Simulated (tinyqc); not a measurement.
# Punch-through p+-n junction, ionisation integral and breakdown, step by step

tinyqc, about 0.07 s, one thread, Intel Xeon 2.30GHz (shared host): `OMP_NUM_THREADS=1 python tinyqc.py 2120044 2120045 out.jsonl` Printed values are rounded.

A p+ layer at x < 0 and an n drift layer from x = 0 to L on an n+ substrate. Depletion approximation, built-in voltage neglected. Local ionisation coefficients alpha_n = an exp(-(bn/E)^mx), alpha_p = ap exp(-(bp/E)^mx). Electrons move towards +x, holes towards x = 0.

Values chosen for this exercise; material values close to those of silicon: relative permittivity eps_r = 11.9; prefactor of the electron ionisation coefficient an = 7.11e5 1/cm; field constant for electrons bn = 1.27e6 V/cm; prefactor of the hole ionisation coefficient ap = 1.68e6 1/cm; field constant for holes bp = 2.13e6 V/cm; exponent mx = 1; donor density of the drift layer N = 1.9e15 cm^-3; thickness of the drift layer L = 4.5 um; reverse voltage V = 98.5 V; share of the depleted width that the grid covers fr = 1.

Constants: q = 1.602176634e-19 C, eps0 = 8.8541878128e-14 F/cm where lengths are in cm. Results are converted to the units shown.

## Field and ionisation coefficients on a grid

W = sqrt(2 eps0 eps_r V/(q N)), peak field E0 = q N W/(eps0 eps_r), falling linearly to 0 at W; if W > L the layer is punched through: W = L, E0 = V/L + q N L/(2 eps0 eps_r), falling linearly to E1 = V/L - q N L/(2 eps0 eps_r). Grid: 12 equal steps from 0 to fr W.

W = 4.5 um

| point | x (um) | E (kV/cm) | alpha_n (1/cm) | alpha_p (1/cm) |
|---|---|---|---|---|
| 0 | 0.00000 | 283.894 | 8110.66 | 926.596 |
| 1 | 0.37500 | 273.060 | 6791.58 | 688.027 |
| 2 | 0.75000 | 262.226 | 5604.23 | 498.468 |
| 3 | 1.12500 | 251.392 | 4548.49 | 351.240 |
| 4 | 1.50000 | 240.557 | 3622.87 | 239.815 |
| 5 | 1.87500 | 229.723 | 2824.35 | 157.949 |
| 6 | 2.25000 | 218.889 | 2148.23 | 99.8171 |
| 7 | 2.62500 | 208.055 | 1588.05 | 60.1360 |
| 8 | 3.00000 | 197.220 | 1135.62 | 34.2677 |
| 9 | 3.37500 | 186.386 | 781.031 | 18.2911 |
| 10 | 3.75000 | 175.552 | 512.908 | 9.03526 |
| 11 | 4.12500 | 164.718 | 318.703 | 4.06770 |
| 12 | 4.50000 | 153.883 | 185.197 | 1.63664 |

## Ionisation integrals by the trapezoid rule

G(x) = integral from 0 to x of (alpha_n - alpha_p); I_n = integral of alpha_n exp(-G) (electrons injected at x = 0), I_p = integral of alpha_p exp(G(end) - G) (holes injected at the far edge); M = 1/(1 - I). All integrals by the trapezoid rule on the grid.

| point | G | alpha_n exp(-G) (1/cm) |
|---|---|---|
| 0 | 0.00000 | 8110.66 |
| 1 | 0.24914 | 5293.82 |
| 2 | 0.45932 | 3540.27 |
| 3 | 0.63375 | 2413.42 |
| 4 | 0.77588 | 1667.60 |
| 5 | 0.88931 | 1160.64 |
| 6 | 0.97771 | 808.10 |
| 7 | 1.04477 | 558.63 |
| 8 | 1.09406 | 380.26 |
| 9 | 1.12902 | 252.55 |
| 10 | 1.15277 | 161.96 |
| 11 | 1.16811 | 99.10 |
| 12 | 1.17745 | 57.05 |

I_n = 0.765759
I_p = 0.213829
M_n = 4.26910
M_p = 1.27199

A grid of 1500 steps over the whole width gives I_n = 0.7553 and I_p = 0.2081; the coarse I_n is 1.4 % above and the coarse I_p 2.8 % above those values. Electrons multiply more: on this coarse grid M - 1 is 12.0 times as large for them.

## Breakdown voltage by secant steps

G(x) = integral from 0 to x of (alpha_n - alpha_p); I_n = integral of alpha_n exp(-G) (electrons injected at x = 0), I_p = integral of alpha_p exp(G(end) - G) (holes injected at the far edge); M = 1/(1 - I). Secant steps on ln I_n(V) = 0 with the integrals on a fine grid (1500 steps), from the points V = 85.2 and 104 V; stop when the step is below 1e-7 of V.

Course of the iteration:

| step | V (V) | I_n | change of V (V) |
|---|---|---|---|
| 1 | 104 | 0.861206 | 4.72 |
| 2 | 108.717 | 0.942079 | 3.14 |
| 3 | 111.853 | 0.990131 | 0.625 |
| 4 | 112.478 | 0.999160 | 0.0579 |
| 5 | 112.536 | 0.999987 | 9.32e-4 |
| 6 | 112.537 | 1.00000 | 1.28e-6 |

Breakdown at 112.54 V, with a peak field of 315.1 kV/cm and W = 4.500 um. The integral for holes reaches 1 at the same voltage.
